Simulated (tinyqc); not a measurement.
Undoped symmetric double-gate MOSFET, analytic potential model: effect of the temperature.

An undoped body of thickness ts between two equal insulators and tied gates; long channel, electrons only, n = ni exp((psi - V)/Vt) with V the quasi-Fermi potential (0 at the source, Vd at the drain), constant mobility, no quantisation. Across the body psi(x) = V - 2 Vt ln[(ts/(2 beta)) sqrt(q ni/(2 eps0 eps_r Vt)) cos(2 beta x/ts)], x from the centre. Q is the electron charge per area of the whole body.

Nc and Nv are given at 300 K and scale as (T/300 K)^1.5; Eg and mu are held fixed. ni = sqrt(Nc Nv) exp(-Eg/(2 Vt)), Eg in volts; r = eps_r tox/(eox ts); V0 = dphi + 2 Vt ln[(2/ts) sqrt(2 eps0 eps_r Vt/(q ni))]. beta (between 0 and pi/2) solves (Vg - V0 - V)/(2 Vt) = ln(beta) - ln(cos beta) + 2 r beta tan(beta). Q = 8 eps0 eps_r Vt beta tan(beta)/ts; I = mu (1/L)(4 eps0 eps_r/ts)(2 Vt)^2 [g(beta_s) - g(beta_d)] per width, g = beta tan(beta) - beta^2/2 + r beta^2 tan^2(beta), with beta_s at V = 0 and beta_d at V = Vd.  I(low) is taken at Vg = 0.32 V, Qs and I(high) at Vg = 1.07 V.

Inputs (values chosen for the exercise); material values close to those of silicon: band gap Eg = 1.11 eV; relative permittivity of the semiconductor eps_r = 11.5; conduction-band density of states at the reference temperature Nc = 2.81e19 cm^-3; valence-band density of states at the reference temperature Nv = 2.62e19 cm^-3; relative permittivity of the gate insulator eox = 21.8; insulator thickness tox = 12 nm; body thickness ts = 5 nm; gate work function less that of the intrinsic body dphi = 0.06 V; channel mobility mu = 620 cm^2/(V s); gate length L = 0.1 um; drain voltage Vd = 0.1 V.

Constants: q = 1.602176634e-19 C, kB = 1.380649e-23 J/K, Vt = kB T/q, eps0 = 8.8541878128e-14 F/cm where lengths are in cm. Results are converted to the units shown.

Results:

| T (K) | V0 (V) | I(low) (nA/um) | Qs(high) (nC/cm^2) | I(high) (uA/um) |
|---|---|---|---|---|
| 220 | 0.5868 | 0.02787 | 1368 | 756.6 |
| 250 | 0.5816 | 0.2472 | 1375 | 761.9 |
| 280 | 0.5762 | 1.414 | 1384 | 768.2 |
| 340 | 0.5651 | 19.52 | 1406 | 783.5 |
| 370 | 0.5593 | 53.90 | 1419 | 792.2 |
| 400 | 0.5535 | 129.3 | 1433 | 801.5 |
| 430 | 0.5475 | 276.9 | 1448 | 811.3 |

Estimate the missing row, T = 310 K.

Computed row:

| T (K) | V0 (V) | I(low) (nA/um) | Qs(high) (nC/cm^2) | I(high) (uA/um) |
|---|---|---|---|---|
| 310 | 0.5707 | 5.905 | 1395 | 775.5 |

With this row back in the table: As T goes from 220 to 430 K, I(low) rises from 0.0279 to 277 nA/um and I(high) rises from 757 to 811 uA/um. V0 falls from 0.587 to 0.548 V. In every row the surface density at the source at the higher gate voltage passes 0.3 Nc, where Boltzmann statistics fail. In every row mu V/L at the higher gate voltage, with V the smaller of Vd and Vg - V0, passes 3e6 cm/s, so velocity saturation would lower the current. In every row the mobility is held fixed, though a real one changes with T. In every row the body is thin enough for quantum confinement, left out here, to raise the threshold.

Numbers from tinyqc (`OMP_NUM_THREADS=1 python tinyqc.py 2440131 2440132 out.jsonl`; about 0.02 s on one thread of a shared Intel Xeon 2.30GHz).
